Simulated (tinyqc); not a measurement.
# Inputs raised by 10 %, one at a time

Model: electroplating on a thin resistive seed layer: kinetics, Wagner number and the terminal effect across a wafer. Computed by tinyqc, a small Python program. Command: `OMP_NUM_THREADS=1 python tinyqc.py 3120141 3120142 out.jsonl terminal sens`. One thread of a shared host (Intel(R) Xeon(R) Processor @ 2.30GHz), about 0.08 s of CPU time with the checks.

Current enters the seed at the rim. The bath is treated as a local resistance per area (no lateral flow in the liquid), two electrons per ion, molar volume 7.11 cm^3/mol, Faraday constant F = e N_A, kinematic viscosity 0.01 cm^2/s, omega = 2 pi x rpm/60; k_B T/e is in volts.

Inputs (values chosen for the exercise, of the order of those for copper plating on a thin cobalt or ruthenium seed): wafer radius R = 7.5 cm; seed thickness t = 14 nm; seed resistivity = 21 microohm cm; bath conductivity kappa = 0.48 S/cm; gap to the anode h = 1.3 cm; extra resistance of a porous plate = 77 ohm cm^2; exchange current density i_0 = 0.74 mA/cm^2; cathodic transfer coefficient alpha = 0.64; mean current density = 36 mA/cm^2; diffusivity of the metal ion = 4.8e-06 cm^2/s; metal ion concentration = 0.67 mol/L; rotation rate = 60 rpm; temperature T = 298 K.

Constants: e = 1.602176634e-19 C; N_A = 6.02214076e+23 1/mol; k_B = 8.617333262e-05 eV/K.

Method:
- Growth rate = i V_m/(2 F). Levich limit i_L = 0.62 x 2 F D^(2/3) omega^(1/2) nu^(-1/6) c. Tafel overpotential eta = (k_B T/(alpha e)) ln(i/i_0); kinetic resistance k_B T/(alpha e i); bath resistance h/kappa + plate; R_s = resistivity/t; Wagner number = kinetic resistance x kappa/R.
- Linearised: with R_t = kinetic + bath resistance the current density obeys (1/r)(r i')' = i R_s/R_t, so i = A I_0(r/l), l = sqrt(R_t/R_s); with x = R/l, edge/centre = I_0(x) and edge/mean = x I_0(x)/(2 I_1(x)).
- Voltage drop in the seed for a uniform current: i R_s R^2/4.

Runs:
```
input moved                             from     to  edge over centre, linear  length l (cm)  drop for uniform current (mV)  Wagner number
base run                                   -      -                    5.8961         2.3212                         7593.8       0.071332
wafer radius R (cm)                      7.5   8.25                    7.7224         2.3212                         9188.4       0.064848
seed thickness t (nm)                     14   15.4                    5.2115         2.4345                         6903.4       0.071332
bath conductivity kappa (S/cm)          0.48  0.528                    5.9202         2.3177                         7593.8       0.078466
gap to the anode h (cm)                  1.3   1.43                    5.8699         2.3251                         7593.8       0.071332
cathodic transfer coefficient alpha     0.64  0.704                    5.9060         2.3198                         7593.8       0.064848
mean current density (mA/cm^2)            36   39.6                    5.9060         2.3198                         8353.1       0.064848
exchange current density i_0 (mA/cm^2)  0.74  0.814                    5.8961         2.3212                         7593.8       0.071332
```

Exponents ln(y'/y) / ln(x'/x):
```
input                                edge over centre, linear  length l  drop for uniform current  Wagner number
wafer radius R                                          2.831     0.000                         2             -1
seed thickness t                                       -1.295     0.500                        -1              0
bath conductivity kappa                                 0.043    -0.016                         0              1
gap to the anode h                                     -0.047     0.018                         0              0
cathodic transfer coefficient alpha                     0.018    -0.007                         0             -1
mean current density                                    0.018    -0.007                         1             -1
exchange current density i_0                            0.000     0.000                         0              0
```

To which inputs is each result most sensitive?

Among the inputs moved here: edge over centre, linear answers most in size to wafer radius R (exponent +2.831), next to seed thickness t (-1.295); its exponent is below 0.0005 for exchange current density i_0. Length l answers most in size to seed thickness t (exponent +0.500), next to gap to the anode h (+0.018); its exponent is below 0.0005 for wafer radius R, exchange current density i_0. Its exponent +0.500 in seed thickness t: l = sqrt(R_t/R_s). Drop for uniform current answers most in size to wafer radius R (exponent +2.000), next to seed thickness t (-1.000); its exponent is below 0.0005 for bath conductivity kappa, gap to the anode h, cathodic transfer coefficient alpha, exchange current density i_0. Wagner number answers most in size to wafer radius R (exponent -1.000), and about equally to bath conductivity kappa (+1.000), mean current density (-1.000), cathodic transfer coefficient alpha (-1.000); its exponent is below 0.0005 for seed thickness t, gap to the anode h, exchange current density i_0.

Caution (rows mean current density): the mean current exceeds 0.3 i_L, so depletion of metal ions, left out of the distribution, matters.
